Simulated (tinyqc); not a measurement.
Inputs raised by 2 %, one at a time: thermodynamics of metal silicides: hull, first phase, silicon consumed, nucleation and stability against SiO2. Computed by tinyqc, a small Python program. Command: `OMP_NUM_THREADS=1 python tinyqc.py 3015209 3015210 out.jsonl silphase sens`. One thread of a shared host (Intel(R) Xeon(R) Processor @ 2.30GHz), about 0.01 s of CPU time with the checks.

Entropies of formation of the solids are neglected, so heats stand for free energies. Si fractions: M2Si 0.3333, MSi 0.5000, MSi2 0.6667.

Inputs (values chosen for the exercise, of the order of those of nickel silicides for heats and volumes only):

| quantity | value | unit |
|---|---|---|
| heat of formation of M2Si | -46.4 | kJ/mol atoms |
| heat of formation of MSi | -42.7 | kJ/mol atoms |
| heat of formation of MSi2 | -29.9 | kJ/mol atoms |
| molar volume of M | 6.59 | cm^3/mol |
| molar volume of Si | 12.06 | cm^3/mol |
| Si fraction x_e at the lowest liquidus | 0.55 | - |
| metal thickness t | 30 | nm |
| change of interface energy gamma | 0.25 | J/m^2 |
| temperature T | 600 | K |

Phases: M2Si, MSi, MSi2.

volumes of the three phases per mole of M (cm^3/mol): 10  14.9  23.5

resistivities of the three phases (microohm cm): 34  29  26

Constants: e = 1.602176634e-19 C; k_B = 8.617333262e-05 eV/K.

Method:
- Effective heat of formation: at the interface the mixture has the Si fraction x_e; the limiting element scales the heat, H_eff = H x_e/x if x_e < x, H (1 - x_e)/(1 - x) otherwise. The rule names the most negative as the first phase; its restriction to congruently melting phases is left out here.
- Per phase M_a Si_b, for ample silicon (not limited to t_Si): silicide thickness = t V/V_M; silicon consumed = t (b/a) V_Si/V_M; net volume change = V/(V_M + (b/a) V_Si) - 1; the top surface lies (silicide thickness - silicon consumed) above the old interface; sheet resistance = resistivity/thickness.
- Where free silicon remains, MSi + Si -> MSi2 gains dH = 3 H(MSi2) - 2 H(MSi) per mole of M; per volume dG = |dH|/V(MSi2); r* = 2 gamma/dG, W* = 16 pi gamma^3/(3 dG^2). For comparison the same with MSi forming from the elements, 2 |H(MSi)|/V(MSi).

Runs:

| input moved | from | to | most negative H_eff (kJ/mol atoms) | barrier W* (eV) | silicon consumed by MSi (nm) | sheet resistance of MSi (ohm) |
|---|---|---|---|---|---|---|
| base run | - | - | -38.4300 | 48.8 | 54.90 | 4.275 |
| heat of formation of M2Si (kJ/mol atoms) | -46.4 | -47.328 | -38.4300 | 48.8 | 54.90 | 4.275 |
| heat of formation of MSi (kJ/mol atoms) | -42.7 | -43.554 | -39.1986 | 134.3 | 54.90 | 4.275 |
| heat of formation of MSi2 (kJ/mol atoms) | -29.9 | -30.498 | -38.4300 | 24.3 | 54.90 | 4.275 |
| Si fraction x_e at the lowest liquidus | 0.55 | 0.561 | -37.4906 | 48.8 | 54.90 | 4.275 |
| metal thickness t (nm) | 30 | 30.6 | -38.4300 | 48.8 | 56.00 | 4.192 |
| change of interface energy gamma (J/m^2) | 0.25 | 0.255 | -38.4300 | 51.8 | 54.90 | 4.275 |
| molar volume of M (cm^3/mol) | 6.59 | 6.7218 | -38.4300 | 48.8 | 53.82 | 4.361 |

Exponents ln(y'/y) / ln(x'/x):

| input | most negative H_eff | barrier W* | silicon consumed by MSi | sheet resistance of MSi |
|---|---|---|---|---|
| heat of formation of M2Si | 0.00 | 0.000 | 0 | 0 |
| heat of formation of MSi | 1.00 | 51.123 | 0 | 0 |
| heat of formation of MSi2 | 0.00 | -35.217 | 0 | 0 |
| Si fraction x_e at the lowest liquidus | -1.25 | 0.000 | 0 | 0 |
| metal thickness t | 0.00 | 0.000 | 1 | -1 |
| change of interface energy gamma | 0.00 | 3.000 | 0 | 0 |
| molar volume of M | 0.00 | 0.000 | -1 | 1 |

Which inputs matter most for each result?

Among the inputs moved here: most negative H_eff answers most in size to Si fraction x_e at the lowest liquidus (exponent -1.250), next to heat of formation of MSi (+1.000); its exponent is below 0.0005 for heat of formation of M2Si, heat of formation of MSi2, metal thickness t, change of interface energy gamma, molar volume of M. barrier W* answers most in size to heat of formation of MSi (exponent +51.123), next to heat of formation of MSi2 (-35.217); its exponent is below 0.0005 for heat of formation of M2Si, Si fraction x_e at the lowest liquidus, metal thickness t, molar volume of M. Its exponent +3.000 in change of interface energy gamma: classical nucleation. Silicon consumed by MSi answers most in size to molar volume of M (exponent -1.000), and about equally to metal thickness t (+1.000); its exponent is below 0.0005 for heat of formation of M2Si, heat of formation of MSi, heat of formation of MSi2, Si fraction x_e at the lowest liquidus, change of interface energy gamma. Sheet resistance of MSi answers most in size to molar volume of M (exponent +1.000), and about equally to metal thickness t (-1.000); its exponent is below 0.0005 for heat of formation of M2Si, heat of formation of MSi, heat of formation of MSi2, Si fraction x_e at the lowest liquidus, change of interface energy gamma. Its exponent -1.000 in metal thickness t: resistivity over thickness.

Extremes, crossings and ranges named in words are read from the listed rows.
